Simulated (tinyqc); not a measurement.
Interface roughness in a thin film (subband fluctuation and scattering): one step. Scattering time and mobility. Three cases, with inputs chosen for the exercise.

Question. Integrate over theta.

Gaussian roughness spectrum S(q) = pi D^2 Lc^2 exp(-q^2 Lc^2/4). Degenerate gas, taken to fill one subband (the second starts to fill once c kF^2/md exceeds E2 - E1, which is not tested here): kF = sqrt(2 pi Ns/gv), q = 2 kF sin(theta/2), 1/tau = (md/(2 pi c hbar)) G^2 times the integral from 0 to pi of S(q)(1 - cos theta)/eps(q)^2 dtheta, eps(q) = 1 + qs/q with screening (qs = gv md q0/(c eps), q0 = e^2/(4 pi eps0), form factors left out, which overstates the screening; other scattering is left out too, so these values lie far above measured mobilities in all but the thinnest films) or 1 without; mobility = tau c2/md with c2 = e/m0 = 1.75882e15 cm^2/(V s^2); 1e12/cm^2 = 1e-4/angstrom^2.

Constants: hbar^2/2m0 = 3.80998211 eV angstrom^2; hbar = 6.58211957e-16 eV s; e^2/(4 pi eps0) = 14.39964547 eV angstrom.

Give: a table of case, integral, tau (fs), mobility (cm^2/(V s)).

Case 1.

Values chosen (near those of a thin InGaAs channel; the results hold for these values, not for the real material): md = 0.044 m0 (mass in the plane); gv = 1 (valleys); D = 3.4 angstrom (rms height of the roughness); Lc = 42 angstrom (correlation length); Ns = 1.8 x 1e12/cm^2 (sheet density); eps = 10.7 (mean dielectric constant at the channel).

G = |dE1/dt| = 2.003723 meV/angstrom

Answer.

Results:

| case | integral | tau (fs) | mobility (cm^2/(V s)) |
|---|---|---|---|
| bare | 0.8125 | 1714 | 6.850e+04 |
| screened | 0.4564 | 3050 | 1.219e+05 |

Screening raises the mobility by a factor 1.8. With it kF l = 908, so by this rate the carriers are far from localisation. Phonons, and the gate field that presses carriers to the wall, limit real channels far below this value.

Case 2.

Values chosen (near those of a thin Ge channel on (111), one valley; the results hold for these values, not for the real material): md = 0.08 m0 (mass in the plane); gv = 1 (valleys); D = 3.7 angstrom (rms height of the roughness); Lc = 28 angstrom (correlation length); Ns = 1.1 x 1e12/cm^2 (sheet density); eps = 12.5 (mean dielectric constant at the channel).

G = |dE1/dt| = 3.854707 meV/angstrom

Answer.

Results:

| case | integral | tau (fs) | mobility (cm^2/(V s)) |
|---|---|---|---|
| bare | 2.113 | 186.1 | 4091 |
| screened | 0.8537 | 460.5 | 1.012e+04 |

Screening raises the mobility by a factor 2.5. With it kF l = 46.1, so by this rate the carriers are far from localisation. Phonons, and the gate field that presses carriers to the wall, limit real channels far below this value.

Case 3.

Values chosen (near those of a thin Si channel on (100), two-fold valleys; the results hold for these values, not for the real material): md = 0.189 m0 (mass in the plane); gv = 2 (valleys); D = 3 angstrom (rms height of the roughness); Lc = 32 angstrom (correlation length); Ns = 5.1 x 1e12/cm^2 (sheet density); eps = 8.1 (mean dielectric constant at the channel).

G = |dE1/dt| = 4.835381 meV/angstrom

Answer.

Results:

| case | integral | tau (fs) | mobility (cm^2/(V s)) |
|---|---|---|---|
| bare | 1.009 | 122.0 | 1135 |
| screened | 0.06805 | 1810 | 1.684e+04 |

Screening raises the mobility by a factor 14.8. With it kF l = 178, so by this rate the carriers are far from localisation. Phonons, and the gate field that presses carriers to the wall, limit real channels far below this value.

Computed by tinyqc, one run a case: `OMP_NUM_THREADS=1 python tinyqc.py N N+1 out.jsonl` with N = 1251963, 1252019, 1252069; one thread of a shared Intel(R) Xeon(R) Processor @ 2.30GHz, about 0.01 s a run at most.
